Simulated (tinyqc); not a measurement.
## Field length and prefactor from two substrate currents

Question. For Em = (Vd - Vdsat)/l, Isub/Id = (Ai/Bi)(Vd - Vdsat) exp(-Bi l/(Vd - Vdsat)), and l = sqrt(3 tox xj). Find l, Ai and xj.

Parameters, values chosen for the exercise: oxide thickness tox = 13 nm; ionisation field Bi = 1.74 MV/cm.

Isub/Id at Vd - Vdsat = 3 and 4 V: 0.0408326766  0.165042246

Solution. ln[Isub/(Id (Vd - Vdsat))] is linear in 1/(Vd - Vdsat) with slope -Bi l.

l = 76.5 nm
Ai = 2.00e6 1/cm
xj = 150 nm

Computed by the program tinyqc: `OMP_NUM_THREADS=1 python tinyqc.py 2550104 2550105 out.jsonl`, one thread of a shared Intel Xeon 2.30GHz, about 0.01 s for the whole run.
